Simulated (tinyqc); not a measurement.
# Electron density from the centroid

Inverse problem. In the Fang-Howard model the centroid is 3/b with b^3 = 6 (mz1/C) q (Nd + 11 Ns/32)/(eps0 eps_r), C = hbar^2/(2 m0), the field in eV/nm. Find b and Ns.

Parameters, values chosen for the exercise; masses and permittivity close to those of silicon (100): relative permittivity eps_r = 11.6; mass along z of valley set A (2 valley(s)) mz1 = 0.906 m0; sheet density of depletion charge Nd = 3.9e12 cm^-2.

Constants: q = 1.602176634e-19 C, hbar = 1.054571817e-34 J s, m0 = 9.1093837015e-31 kg, eps0 = 8.8541878128e-14 F/cm where lengths are in cm, hbar^2/(2 m0) = 0.0380998212 eV nm^2. Results are converted to the units shown.

centroid = 1.2505403 nm

Answer. b = 3/centroid gives Nd + 11 Ns/32, from which the depletion charge is taken off.

b = 2.40 1/nm
Ns = 6.70e12 cm^-2

Program tinyqc, `OMP_NUM_THREADS=1 python tinyqc.py 2160152 2160153 out.jsonl`; Intel Xeon 2.30GHz, shared host, one thread, about 0.9 s.
